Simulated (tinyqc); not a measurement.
UHF in the 6-311g basis, for H2, spin multiplicity 3, step by step (part 2 of 3). Computed by tinyqc, a small Python program that keeps every step (integrals from PySCF). Command: `OMP_NUM_THREADS=1 python tinyqc.py 23989 23990 out.jsonl` (the two numbers bound the seeds that draw the settings). One thread of a shared host (Intel(R) Xeon(R) Processor @ 2.60GHz), about 0.09 s of CPU time with the checks.

Geometry (angstrom):
```
atom         x         y         z
H     0.000000  0.000000  0.000000
H     0.000000  0.000000  1.237000
```

## Iteration 2: DIIS over 2 matrices

error matrix X^T (FDS - SDF) X (alpha):
```
           1          2          3          4          5          6
1   0.000000  -0.071016   0.078529  -0.128444   0.077649  -0.353087
2   0.071016   0.000000  -0.079066  -0.049584   0.033510  -0.024777
3  -0.078529   0.079066   0.000000   0.158162  -0.210906   0.159387
4   0.128444   0.049584  -0.158162   0.000000  -0.066612   0.059053
5  -0.077649  -0.033510   0.210906   0.066612   0.000000  -0.078781
6   0.353087   0.024777  -0.159387  -0.059053   0.078781   0.000000
```

B (overlaps of the stored error matrices):
```
               1              2
1  2.6095014e+00  1.1835796e+00
2  1.1835796e+00  5.5577188e-01
```

Minimise |sum c_i e_i|^2 with sum c_i = 1: solve [B -1; -1 0][c; lambda] = [0; -1] with B_ij = tr e_i^T e_j summed over both spins, and take F = sum c_i F_i.

DIIS coefficients: -0.786614  1.786614

extrapolated F(alpha) (hartree):
```
           1H 1s      1H 2s      1H 3s      2H 1s      2H 2s      2H 3s
1H 1s   0.402946  -0.592355  -0.573973  -0.141514  -0.293874  -0.371785
1H 2s  -0.592355  -0.492396  -0.500639  -0.274659  -0.358274  -0.396467
1H 3s  -0.573973  -0.500639  -0.371565  -0.327038  -0.354684  -0.326889
2H 1s  -0.141514  -0.274659  -0.327038   0.303236  -0.653583  -0.557612
2H 2s  -0.293874  -0.358274  -0.354684  -0.653583  -0.505239  -0.451351
2H 3s  -0.371785  -0.396467  -0.326889  -0.557612  -0.451351  -0.314302
```

extrapolated F(beta) (hartree):
```
           1H 1s      1H 2s      1H 3s      2H 1s      2H 2s      2H 3s
1H 1s   1.095704   0.067974  -0.112311  -0.080769  -0.091764  -0.087875
1H 2s   0.067974   0.234574   0.055567  -0.086874  -0.023616  -0.008020
1H 3s  -0.112311   0.055567   0.082990  -0.081587  -0.009087   0.026007
2H 1s  -0.080769  -0.086874  -0.081587   1.148325   0.091617  -0.101989
2H 2s  -0.091764  -0.023616  -0.009087   0.091617   0.237451   0.050008
2H 3s  -0.087875  -0.008020   0.026007  -0.101989   0.050008   0.068927
```

## Iteration 2: diagonalisation and new density

X:
```
               1          2          3          4          5         6
1H 1s   0.720996  -0.883409  -0.712630   0.666107   0.462315  0.157216
1H 2s  -1.823711   1.508354   0.631315   0.096188   0.346289  0.242405
1H 3s   2.116551  -0.886088   0.786723  -0.500356   0.140891  0.255896
2H 1s  -0.720996  -0.883409   0.712630   0.666107  -0.462315  0.157216
2H 2s   1.823711   1.508354  -0.631315   0.096188  -0.346289  0.242405
2H 3s  -2.116551  -0.886088  -0.786723  -0.500356  -0.140891  0.255896
```

D(alpha) after iteration 1:
```
           1H 1s      1H 2s      1H 3s      2H 1s      2H 2s      2H 3s
1H 1s   0.099838  -0.071564   0.200183  -0.144794  -0.061107  -0.015060
1H 2s  -0.071564   0.899128  -0.582767   0.376795  -0.467457   0.779152
1H 3s   0.200183  -0.582767   0.868987  -0.428739   0.171136  -0.743312
2H 1s  -0.144794   0.376795  -0.428739   0.373097   0.121427   0.181688
2H 2s  -0.061107  -0.467457   0.171136   0.121427   0.865889  -0.711055
2H 3s  -0.015060   0.779152  -0.743312   0.181688  -0.711055   1.205036
```

D(beta) after iteration 1:
```
          1H 1s     1H 2s     1H 3s     2H 1s     2H 2s     2H 3s
1H 1s  0.000000  0.000000  0.000000  0.000000  0.000000  0.000000
1H 2s  0.000000  0.000000  0.000000  0.000000  0.000000  0.000000
1H 3s  0.000000  0.000000  0.000000  0.000000  0.000000  0.000000
2H 1s  0.000000  0.000000  0.000000  0.000000  0.000000  0.000000
2H 2s  0.000000  0.000000  0.000000  0.000000  0.000000  0.000000
2H 3s  0.000000  0.000000  0.000000  0.000000  0.000000  0.000000
```

overlap S:
```
          1H 1s     1H 2s     1H 3s     2H 1s     2H 2s     2H 3s
1H 1s  1.000000  0.706377  0.373664  0.031922  0.171980  0.222519
1H 2s  0.706377  1.000000  0.788963  0.171980  0.410553  0.514859
1H 3s  0.373664  0.788963  1.000000  0.222519  0.514859  0.755251
2H 1s  0.031922  0.171980  0.222519  1.000000  0.706377  0.373664
2H 2s  0.171980  0.410553  0.514859  0.706377  1.000000  0.788963
2H 3s  0.222519  0.514859  0.755251  0.373664  0.788963  1.000000
```

Diagonalise F' = X^T F X, C = X C', fill 2 alpha and 0 beta electrons from the bottom; D(s) = C_occ C_occ^T; the new density keeps 0.3 of the old one (damping). Each column has its largest component positive (the first on a tie).

F' = X^T F X (alpha) (hartree):
```
           1          2          3          4          5          6
1   1.446703  -0.001319  -0.999719  -0.011096   0.336665  -0.004290
2  -0.001319   1.900962   0.008622  -1.058682   0.025672  -0.046282
3  -0.999719   0.008622   1.265737   0.028224  -0.607987  -0.021497
4  -0.011096  -1.058682   0.028224   0.988045   0.088072  -0.147908
5   0.336665   0.025672  -0.607987   0.088072  -0.115786   0.000421
6  -0.004290  -0.046282  -0.021497  -0.147908   0.000421  -0.674860
```

orbital energies (alpha) (hartree): MO1 -0.698323, MO2 -0.359077, MO3 0.325245, MO4 0.418995, MO5 2.525628, MO6 2.598333

coefficients C (alpha):
```
            MO1        MO2        MO3        MO4        MO5        MO6
1H 1s  0.172014   0.173667  -0.061464  -0.078774  -1.135944  -1.063078
1H 2s  0.340160   0.395572  -0.801189  -1.103383   1.658968   1.141850
1H 3s  0.143617   0.605535   0.623598   2.062891  -1.004092  -0.423873
2H 1s  0.188720  -0.199481  -0.021122   0.068671   1.054246  -1.139400
2H 2s  0.381640  -0.593020  -0.906748   0.886002  -1.567808   1.274756
2H 3s  0.101462  -0.357555   1.217052  -1.850340   0.964176  -0.496802
```

F' = X^T F X (beta) (hartree):
```
           1          2          3          4          5          6
1   1.451634  -0.002991  -1.043840  -0.011595   0.312950  -0.001881
2  -0.002991   1.965258  -0.010602  -1.108334   0.010300  -0.025230
3  -1.043840  -0.010602   1.358241   0.003548  -0.620165   0.015811
4  -0.011595  -1.108334   0.003548   1.223835  -0.020510   0.154736
5   0.312950   0.010300  -0.620165  -0.020510   0.692832  -0.009092
6  -0.001881  -0.025230   0.015811   0.154736  -0.009092   0.068433
```

orbital energies (beta) (hartree): MO1 0.032061, MO2 0.188865, MO3 0.457422, MO4 0.644512, MO5 2.666530, MO6 2.770843

coefficients C (beta):
```
             MO1        MO2        MO3        MO4        MO5        MO6
1H 1s   0.102417  -0.096238   0.055011   0.086711  -1.277368  -0.910094
1H 2s   0.035407   0.095700   1.017809   1.199466   1.705420   0.891076
1H 3s   0.382229  -1.513130  -0.904378  -1.389414  -0.977703  -0.282181
2H 1s   0.099875   0.075570   0.047998  -0.074692   0.907025  -1.282175
2H 2s  -0.000618  -0.177219   0.988668  -1.244944  -1.308247   1.384656
2H 3s   0.578089   1.529242  -0.746061   1.405333   0.827426  -0.574971
```

D(alpha) after iteration 2:
```
           1H 1s      1H 2s      1H 3s      2H 1s      2H 2s      2H 3s
1H 1s   0.071776   0.067578   0.150961  -0.044965  -0.044470  -0.035768
1H 2s   0.067578   0.460268   0.027040   0.102739  -0.213571   0.158898
1H 3s   0.150961   0.027040   0.531805  -0.194204  -0.161658  -0.364352
2H 1s  -0.044965   0.102739  -0.194204   0.164715   0.169651   0.117838
2H 2s  -0.044470  -0.213571  -0.161658   0.169651   0.607892  -0.037785
2H 3s  -0.035768   0.158898  -0.364352   0.117838  -0.037785   0.458209
```

D(beta) after iteration 2:
```
          1H 1s     1H 2s     1H 3s     2H 1s     2H 2s     2H 3s
1H 1s  0.000000  0.000000  0.000000  0.000000  0.000000  0.000000
1H 2s  0.000000  0.000000  0.000000  0.000000  0.000000  0.000000
1H 3s  0.000000  0.000000  0.000000  0.000000  0.000000  0.000000
2H 1s  0.000000  0.000000  0.000000  0.000000  0.000000  0.000000
2H 2s  0.000000  0.000000  0.000000  0.000000  0.000000  0.000000
2H 3s  0.000000  0.000000  0.000000  0.000000  0.000000  0.000000
```

## Iteration 3: building the Fock matrix

core Hamiltonian H = T + V (hartree):
```
           1H 1s      1H 2s      1H 3s      2H 1s      2H 2s      2H 3s
1H 1s  -0.234539  -0.813773  -0.568468  -0.123330  -0.311738  -0.363445
1H 2s  -0.813773  -0.846677  -0.725165  -0.311738  -0.493033  -0.538378
1H 3s  -0.568468  -0.725165  -0.727855  -0.363445  -0.538378  -0.611413
2H 1s  -0.123330  -0.311738  -0.363445  -0.234539  -0.813773  -0.568468
2H 2s  -0.311738  -0.493033  -0.538378  -0.813773  -0.846677  -0.725165
2H 3s  -0.363445  -0.538378  -0.611413  -0.568468  -0.725165  -0.727855
```

nuclear repulsion = 0.42779079 hartree

Given earlier and not repeated: Two-electron integrals (ij|kl) in chemists' order.

J_ij = sum D_kl (ij|kl) with D = D(alpha) + D(beta), K_ij = sum D_kl (ik|jl) for each spin; F = H + J - K(s); E = tr D H + tr D J / 2 - 0.5 sum_s tr D(s) K(s) + E_nn.

Coulomb J (hartree):
```
          1H 1s     1H 2s     1H 3s     2H 1s     2H 2s     2H 3s
1H 1s  1.219116  0.811312  0.420342  0.039979  0.203581  0.254315
1H 2s  0.811312  1.004627  0.729756  0.215628  0.443336  0.498336
1H 3s  0.420342  0.729756  0.767791  0.271981  0.507283  0.610331
2H 1s  0.039979  0.215628  0.271981  1.346113  0.877250  0.451651
2H 2s  0.203581  0.443336  0.507283  0.877250  1.048589  0.751202
2H 3s  0.254315  0.498336  0.610331  0.451651  0.751202  0.776833
```

exchange K(alpha) (hartree):
```
          1H 1s     1H 2s     1H 3s     2H 1s     2H 2s     2H 3s
1H 1s  0.580830  0.549777  0.378477  0.047309  0.161663  0.230051
1H 2s  0.549777  0.610773  0.461007  0.176702  0.287517  0.325156
1H 3s  0.378477  0.461007  0.378103  0.226277  0.304991  0.305159
2H 1s  0.047309  0.176702  0.226277  0.801509  0.668314  0.406161
2H 2s  0.161663  0.287517  0.304991  0.668314  0.654883  0.450724
2H 3s  0.230051  0.325156  0.305159  0.406161  0.450724  0.358821
```

exchange K(beta) (hartree):
```
          1H 1s     1H 2s     1H 3s     2H 1s     2H 2s     2H 3s
1H 1s  0.000000  0.000000  0.000000  0.000000  0.000000  0.000000
1H 2s  0.000000  0.000000  0.000000  0.000000  0.000000  0.000000
1H 3s  0.000000  0.000000  0.000000  0.000000  0.000000  0.000000
2H 1s  0.000000  0.000000  0.000000  0.000000  0.000000  0.000000
2H 2s  0.000000  0.000000  0.000000  0.000000  0.000000  0.000000
2H 3s  0.000000  0.000000  0.000000  0.000000  0.000000  0.000000
```

F(alpha) (hartree):
```
           1H 1s      1H 2s      1H 3s      2H 1s      2H 2s      2H 3s
1H 1s   0.403747  -0.552238  -0.526603  -0.130660  -0.269820  -0.339182
1H 2s  -0.552238  -0.452823  -0.456417  -0.272813  -0.337214  -0.365198
1H 3s  -0.526603  -0.456417  -0.338167  -0.317742  -0.336086  -0.306241
2H 1s  -0.130660  -0.272813  -0.317742   0.310065  -0.604838  -0.522978
2H 2s  -0.269820  -0.337214  -0.336086  -0.604838  -0.452971  -0.424686
2H 3s  -0.339182  -0.365198  -0.306241  -0.522978  -0.424686  -0.309843
```

F(beta) (hartree):
```
           1H 1s      1H 2s      1H 3s      2H 1s      2H 2s      2H 3s
1H 1s   0.984577  -0.002461  -0.148126  -0.083351  -0.108157  -0.109130
1H 2s  -0.002461   0.157950   0.004591  -0.096111  -0.049698  -0.040042
1H 3s  -0.148126   0.004591   0.039936  -0.091465  -0.031095  -0.001083
2H 1s  -0.083351  -0.096111  -0.091465   1.111574   0.063477  -0.116817
2H 2s  -0.108157  -0.049698  -0.031095   0.063477   0.201912   0.026037
2H 3s  -0.109130  -0.040042  -0.001083  -0.116817   0.026037   0.048978
```

total energy of this density = -0.74650547 hartree

This density is a damped mixture and is not idempotent.

## Iteration 3: DIIS over 3 matrices

error matrix X^T (FDS - SDF) X (alpha):
```
           1          2          3          4          5          6
1   0.000000  -0.020841   0.020418  -0.037603   0.013206  -0.106008
2   0.020841   0.000000  -0.030817  -0.019327   0.003288  -0.008553
3  -0.020418   0.030817   0.000000   0.062966  -0.083875   0.047705
4   0.037603   0.019327  -0.062966   0.000000  -0.049357   0.027234
5  -0.013206  -0.003288   0.083875   0.049357   0.000000  -0.027257
6   0.106008   0.008553  -0.047705  -0.027234   0.027257   0.000000
```

B (overlaps of the stored error matrices):
```
               1              2              3
1  2.6095014e+00  1.1835796e+00  3.7890232e-01
2  1.1835796e+00  5.5577188e-01  1.8476207e-01
3  3.7890232e-01  1.8476207e-01  6.4561273e-02
```

As before.

DIIS coefficients: 0.283729  -1.253570  1.969841

extrapolated F(alpha) (hartree):
```
           1H 1s      1H 2s      1H 3s      2H 1s      2H 2s      2H 3s
1H 1s   0.388799  -0.564019  -0.532136  -0.135156  -0.270268  -0.331424
1H 2s  -0.564019  -0.464995  -0.465637  -0.274607  -0.341075  -0.360970
1H 3s  -0.532136  -0.465637  -0.350102  -0.331303  -0.357230  -0.316624
2H 1s  -0.135156  -0.274607  -0.331303   0.355370  -0.593386  -0.537882
2H 2s  -0.270268  -0.341075  -0.357230  -0.593386  -0.480695  -0.460955
2H 3s  -0.331424  -0.360970  -0.316624  -0.537882  -0.460955  -0.337899
```

extrapolated F(beta) (hartree):
```
           1H 1s      1H 2s      1H 3s      2H 1s      2H 2s      2H 3s
1H 1s   0.982519  -0.005229  -0.149770  -0.084384  -0.110200  -0.110654
1H 2s  -0.005229   0.151914  -0.000257  -0.104623  -0.058185  -0.045640
1H 3s  -0.149770  -0.000257   0.035139  -0.102218  -0.040565  -0.007237
2H 1s  -0.084384  -0.104623  -0.102218   1.038908   0.026017  -0.134636
2H 2s  -0.110200  -0.058185  -0.040565   0.026017   0.175728   0.012160
2H 3s  -0.110654  -0.045640  -0.007237  -0.134636   0.012160   0.041057
```

## Iteration 3: diagonalisation and new density

As before.

F' = X^T F X (alpha) (hartree):
```
           1          2          3          4          5          6
1   1.382084   0.004206  -0.980028  -0.003478   0.312664  -0.004608
2   0.004206   1.849356  -0.002618  -1.028131   0.011269  -0.049040
3  -0.980028  -0.002618   1.177103   0.005773  -0.608086  -0.008978
4  -0.003478  -1.028131   0.005773   0.959606   0.019646  -0.119804
5   0.312664   0.011269  -0.608086   0.019646  -0.085378   0.008464
6  -0.004608  -0.049040  -0.008978  -0.119804   0.008464  -0.643680
```

orbital energies (alpha) (hartree): MO1 -0.661243, MO2 -0.336442, MO3 0.301782, MO4 0.380754, MO5 2.428787, MO6 2.525453

coefficients C (alpha):
```
            MO1        MO2        MO3        MO4        MO5        MO6
1H 1s  0.167431   0.178288  -0.048527  -0.087684  -1.175151  -1.019507
1H 2s  0.333759   0.428354  -0.829930  -1.070233   1.696297   1.086763
1H 3s  0.145437   0.628002   0.806431   1.989551  -1.021685  -0.389279
2H 1s  0.180318  -0.176779  -0.048028   0.079289   1.012478  -1.180156
2H 2s  0.370798  -0.469283  -0.906206   0.967441  -1.521700   1.325557
2H 3s  0.126911  -0.561496   1.052816  -1.892354   0.955142  -0.535217
```

F' = X^T F X (beta) (hartree):
```
           1          2          3          4          5          6
1   1.426149   0.006997  -1.014455  -0.006406   0.306293  -0.000327
2   0.006997   1.912167  -0.009310  -1.074521   0.007800  -0.029548
3  -1.014455  -0.009310   1.311020   0.012436  -0.587219   0.004539
4  -0.006406  -1.074521   0.012436   1.153192  -0.017545   0.118312
5   0.306293   0.007800  -0.587219  -0.017545   0.598861  -0.016573
6  -0.000327  -0.029548   0.004539   0.118312  -0.016573  -0.001771
```

orbital energies (beta) (hartree): MO1 -0.020695, MO2 0.168188, MO3 0.407904, MO4 0.584547, MO5 2.579321, MO6 2.680353

coefficients C (beta):
```
            MO1        MO2        MO3        MO4        MO5        MO6
1H 1s  0.118471  -0.094319   0.061745   0.093343  -1.322079  -0.840767
1H 2s  0.114890   0.042387   1.047977   1.138369   1.770002   0.803429
1H 3s  0.435365  -1.394748  -0.966463  -1.440350  -1.011264  -0.231048
2H 1s  0.103137   0.095993   0.046755  -0.091981   0.836250  -1.326810
2H 2s  0.082774  -0.071241   0.922234  -1.264844  -1.251390   1.469452
2H 3s  0.383131   1.457175  -0.748607   1.526622   0.813096  -0.630318
```

D(alpha) after iteration 3:
```
           1H 1s      1H 2s      1H 3s      2H 1s      2H 2s      2H 3s
1H 1s   0.063407   0.112850   0.140709  -0.014418  -0.028450  -0.065932
1H 2s   0.112850   0.344498   0.230396   0.019943  -0.118155  -0.091044
1H 3s   0.140709   0.230396   0.450418  -0.117616  -0.217046  -0.343220
2H 1s  -0.014418   0.019943  -0.117616   0.094050   0.155770   0.120853
2H 2s  -0.028450  -0.118155  -0.217046   0.155770   0.432770   0.206055
2H 3s  -0.065932  -0.091044  -0.343220   0.120853   0.206055   0.369431
```

D(beta) after iteration 3:
```
          1H 1s     1H 2s     1H 3s     2H 1s     2H 2s     2H 3s
1H 1s  0.000000  0.000000  0.000000  0.000000  0.000000  0.000000
1H 2s  0.000000  0.000000  0.000000  0.000000  0.000000  0.000000
1H 3s  0.000000  0.000000  0.000000  0.000000  0.000000  0.000000
2H 1s  0.000000  0.000000  0.000000  0.000000  0.000000  0.000000
2H 2s  0.000000  0.000000  0.000000  0.000000  0.000000  0.000000
2H 3s  0.000000  0.000000  0.000000  0.000000  0.000000  0.000000
```

## Iteration 4: building the Fock matrix

As before.

Coulomb J (hartree):
```
          1H 1s     1H 2s     1H 3s     2H 1s     2H 2s     2H 3s
1H 1s  1.233685  0.819066  0.424026  0.039403  0.204117  0.256020
1H 2s  0.819066  1.009559  0.731907  0.208987  0.438910  0.497359
1H 3s  0.424026  0.731907  0.768344  0.263162  0.500919  0.607764
2H 1s  0.039403  0.208987  0.263162  1.284540  0.845671  0.436672
2H 2s  0.204117  0.438910  0.500919  0.845671  1.027232  0.740332
2H 3s  0.256020  0.497359  0.607764  0.436672  0.740332  0.771430
```

exchange K(alpha) (hartree):
```
          1H 1s     1H 2s     1H 3s     2H 1s     2H 2s     2H 3s
1H 1s  0.612740  0.577429  0.394082  0.053337  0.167381  0.230506
1H 2s  0.577429  0.636012  0.477865  0.174145  0.291866  0.327087
1H 3s  0.394082  0.477865  0.392800  0.230864  0.320234  0.316485
2H 1s  0.053337  0.174145  0.230864  0.702734  0.628851  0.407192
2H 2s  0.167381  0.291866  0.320234  0.628851  0.657870  0.474235
2H 3s  0.230506  0.327087  0.316485  0.407192  0.474235  0.382482
```

exchange K(beta) (hartree):
```
          1H 1s     1H 2s     1H 3s     2H 1s     2H 2s     2H 3s
1H 1s  0.000000  0.000000  0.000000  0.000000  0.000000  0.000000
1H 2s  0.000000  0.000000  0.000000  0.000000  0.000000  0.000000
1H 3s  0.000000  0.000000  0.000000  0.000000  0.000000  0.000000
2H 1s  0.000000  0.000000  0.000000  0.000000  0.000000  0.000000
2H 2s  0.000000  0.000000  0.000000  0.000000  0.000000  0.000000
2H 3s  0.000000  0.000000  0.000000  0.000000  0.000000  0.000000
```

F(alpha) (hartree):
```
           1H 1s      1H 2s      1H 3s      2H 1s      2H 2s      2H 3s
1H 1s   0.386406  -0.572136  -0.538525  -0.137264  -0.275002  -0.337932
1H 2s  -0.572136  -0.473129  -0.471123  -0.276896  -0.345989  -0.368106
1H 3s  -0.538525  -0.471123  -0.352310  -0.331148  -0.357693  -0.320134
2H 1s  -0.137264  -0.276896  -0.331148   0.347267  -0.596953  -0.538988
2H 2s  -0.275002  -0.345989  -0.357693  -0.596953  -0.477314  -0.459068
2H 3s  -0.337932  -0.368106  -0.320134  -0.538988  -0.459068  -0.338907
```

F(beta) (hartree):
```
           1H 1s      1H 2s      1H 3s      2H 1s      2H 2s      2H 3s
1H 1s   0.999147   0.005293  -0.144442  -0.083927  -0.107621  -0.107426
1H 2s   0.005293   0.162883   0.006742  -0.102751  -0.054123  -0.041019
1H 3s  -0.144442   0.006742   0.040489  -0.100284  -0.037459  -0.003649
2H 1s  -0.083927  -0.102751  -0.100284   1.050001   0.031898  -0.131797
2H 2s  -0.107621  -0.054123  -0.037459   0.031898   0.180556   0.015167
2H 3s  -0.107426  -0.041019  -0.003649  -0.131797   0.015167   0.043575
```

total energy of this density = -0.86909238 hartree

This density is a damped mixture and is not idempotent.
